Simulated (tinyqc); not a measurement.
# Changing the overdrive V_ov

Model: thermal, flicker and telegraph noise of a field-effect transistor. Computed by tinyqc, a small Python program. Command: `OMP_NUM_THREADS=1 python tinyqc.py 3013629 3013630 out.jsonl noise sweep`. One thread of a shared host (Intel(R) Xeon(R) Processor @ 2.30GHz), about 0.01 s of CPU time with the checks.

Strong inversion, threshold roll-off and channel-length modulation left out; noise sources are uncorrelated and are given as one-sided spectral densities.

Inputs (values chosen for the exercise, modelled on a high-k silicon transistor):
```
quantity                        value         unit
width W                          0.18   micrometre
length L                           52           nm
electrical oxide thickness t      1.5           nm
mobility mu                       470   cm^2/(V s)
saturation velocity v_s          0.99     1e7 cm/s
thermal noise factor gamma       0.85            -
oxide trap density N_t        5.1e+15  1/(eV cm^3)
oxide barrier phi                   3           eV
oxide mass m_ox                  0.25          m_0
Hooge parameter alpha_H       0.00017            -
frequency f                       300           Hz
temperature T                     400            K
```

Operating region: saturation. Flicker model: Hooge.

Constants: eps_0 = 8.8541878128e-12 F/m; hbar = 1.054571817e-34 J s; m_0 = 9.1093837015e-31 kg; e = 1.602176634e-19 C; k_B = 8.617333262e-05 eV/K; k_B = 1.380649e-23 J/K.

Method:
- C_ox = 3.9 eps_0/t; V_c = 2 v_s L/mu; I = W C_ox v_s V_ov^2/(V_ov + V_c); g_m = W C_ox v_s V_ov (V_ov + 2 V_c)/(V_ov + V_c)^2; g_d0 = mu C_ox (W/L) V_ov.
- Tunnelling length lambda = hbar/(2 sqrt(2 m_ox phi)); flat-band noise S_Vfb = e^2 k_B T lambda N_t/(W L C_ox^2 f). Hooge: S_I = I^2 alpha_H/(f N), N = W L C_ox V_ov/e (the source-end density).
- Thermal: S_I = 4 k_B T gamma g_d0; input-referred S_V = S_I/g_m^2; corner f_c where flicker equals thermal.
- Total input noise from 1 Hz to f_c: sqrt(S_V,thermal [f_c ln(f_c/1 Hz) + f_c - 1 Hz]).

One run for each value; columns: (1) overdrive V_ov (V); (2) input-referred thermal noise (nV/sqrt(Hz)); (3) corner frequency f_c (Hz); (4) flicker S_I/I^2 (1/Hz); (5) g_m (microsiemens):
```
(1)      (2)         (3)         (4)     (5)
0.20  12.580  6.8898e+07  2.1067e-09  298.13
0.25  13.072  8.5926e+07  1.6854e-09  320.76
0.32  13.851  1.0659e+08  1.3167e-09  342.49
0.40  14.779  1.2629e+08  1.0534e-09  358.86
0.50  15.934  1.4626e+08  8.4269e-10  372.16
0.63  17.383  1.6654e+08  6.6881e-10  382.92
0.79  19.068  1.8541e+08  5.3335e-10  390.90
1.00  21.124  2.0354e+08  4.2135e-10  396.99
```

Describe the trends.

Over the rows, input-referred thermal noise (nV/sqrt(Hz)) rises from 12.6 to 21.1 (exponent d ln y / d ln x 0.17 between the first rows and 0.43 between the last); corner frequency f_c (Hz) rises from 6.89e7 to 2.04e8 (exponent d ln y / d ln x 0.99 between the first rows and 0.40 between the last); flicker S_I/I^2 (1/Hz) falls from 2.11e-9 to 4.21e-10 (exponent d ln y / d ln x about -1.0 throughout).
